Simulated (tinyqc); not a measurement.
## Length offset and series resistance from crossing lines

Inverse problem. R_total = Rs + k (L - dL)/Vo with constant Rs, dL and k. Find k, dL and Rs.

R_total at (L, Vo) = (40, 0.37), (80, 0.37), (40, 0.96) and (80, 0.96), L in nm and Vo in V (ohm um): [346.21622, 562.43243, 250.20833, 333.54167]

Solution. At each overdrive R is a straight line in L with slope k/Vo; the two lines cross at L = dL, R = Rs.

k = 2.00 ohm um V/nm
dL = 11.1 nm
Rs = 190 ohm um

tinyqc, about 0.05 s, one thread, Intel Xeon 2.30GHz (shared host): `OMP_NUM_THREADS=1 python tinyqc.py 2282092 2282093 out.jsonl`
